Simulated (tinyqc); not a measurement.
Phonon and roughness prefactors from two fields.

Problem. At 300 K and high field 1/mu = E^(1/3)/Ap + E^gs/As, E in MV/cm. Find Ap and As.

Parameters, values chosen for the exercise: exponent of the roughness term gs = 2.

mu at E = 0.46 and 1.29 MV/cm (cm^2/(V s)): [447.56698, 215.96292]

Answer. Two linear equations in 1/Ap and 1/As.

Ap = 385.0 cm^2/(V s)
As = 923.0 cm^2/(V s)

Computed by the program tinyqc: `OMP_NUM_THREADS=1 python tinyqc.py 2510169 2510170 out.jsonl`, one thread of a shared Intel Xeon 2.30GHz, about 0.01 s for the whole run.
